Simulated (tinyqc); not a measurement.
Thin-film optics by transfer matrices: one step. Layer matrices and their product. Four cases, with inputs chosen for the exercise.

Problem. Form each matrix and multiply from the top down.

Indices N = n + i k. Snell: N0 sin(theta) = N_j sin(theta_j), with Im(N_j cos theta_j) >= 0. Admittance y_j = N_j cos theta_j for s and N_j/cos theta_j for p. Phase delta_j = 2 pi N_j cos theta_j d_j/lambda. Layer matrix [[cos delta, -i sin delta/y], [-i y sin delta, cos delta]], multiplied from the top down to M. (B, C) = M (1, y_sub); r = (y0 B - C)/(y0 B + C), R = |r|^2, T = 4 Re y0 Re y_sub/|y0 B + C|^2, absorbed in the films 1 - R - T.

Give: matrix of film 1; matrix of film 2; M.

Case 1.

y_j: ambient 2.366202, film 1 2.517584+0.008903i, film 2 1.878237, substrate 1.597239+3.543116i

delta_j (rad): film 1 0.172881+0.000881i, film 2 0.636577

Solution.

matrix of film 1:
```
,1,2
1,0.9851-0.0002i,0.0001-0.0683i
2,0.0037-0.4331i,0.9851-0.0002i
```

matrix of film 2:
```
,1,2
1,0.8041,-0.3165i
2,-1.1165i,0.8041
```

M:
```
,1,2
1,0.7159-0.0002i,-0.3667i
2,0.0028-1.4481i,0.6551-0.0013i
```

Case 2.

y_j: ambient 0.500000, film 1 2.510449+0.286496i, film 2 1.302343, substrate 1.258511+3.159175i

delta_j (rad): film 1 1.912449+0.218251i, film 2 2.420939

Solution.

matrix of film 1:
```
,1,2
1,-0.3431-0.2073i,-0.0723-0.3760i
2,0.0914-2.4430i,-0.3431-0.2073i
```

matrix of film 2:
```
,1,2
1,-0.7514,-0.5067i
2,-0.8594i,-0.7514
```

M:
```
,1,2
1,-0.0654+0.2179i,-0.0507+0.4564i
2,-0.2468+2.1304i,-0.9801+0.1095i
```

Case 3.

y_j: ambient 1.154701, film 1 1.829921+0.011412i, film 2 1.572453, substrate 1.613404+3.423315i

delta_j (rad): film 1 25.258618+0.188091i, film 2 0.187047

Solution.

matrix of film 1:
```
,1,2
1,1.0097-0.0238i,0.1021-0.0705i
2,0.3449-0.2317i,1.0097-0.0238i
```

matrix of film 2:
```
,1,2
1,0.9826,-0.1183i
2,-0.2924i,0.9826
```

M:
```
,1,2
1,0.9715-0.0532i,0.0975-0.1886i
2,0.3320-0.5229i,0.9647-0.0641i
```

Case 4.

y_j: ambient 0.500000, film 1 1.468755+0.029021i, film 2 1.496606+0.359721i, substrate 4.933800+2.521394i

delta_j (rad): film 1 14.841389+0.293251i, film 2 1.280415+0.307758i

Solution.

matrix of film 1:
```
,1,2
1,-0.6755-0.2267i,-0.1418-0.5386i
2,-0.2598-1.1734i,-0.6755-0.2267i
```

matrix of film 2:
```
,1,2
1,0.3000-0.2996i,-0.0959-0.6477i
2,0.4951-1.4702i,0.3000-0.2996i
```

M:
```
,1,2
1,-1.1325+0.0761i,-0.2859+0.3402i
2,-1.0972+0.6067i,-1.0057+0.4151i
```

Each matrix has determinant 1, and so has M.

Computed by tinyqc, one run a case: `OMP_NUM_THREADS=1 python tinyqc.py N N+1 out.jsonl` with N = 1680699, 1680802, 1681003, 1681115; one thread of a shared Intel(R) Xeon(R) Processor @ 2.30GHz, about 0.01 s a run at most.
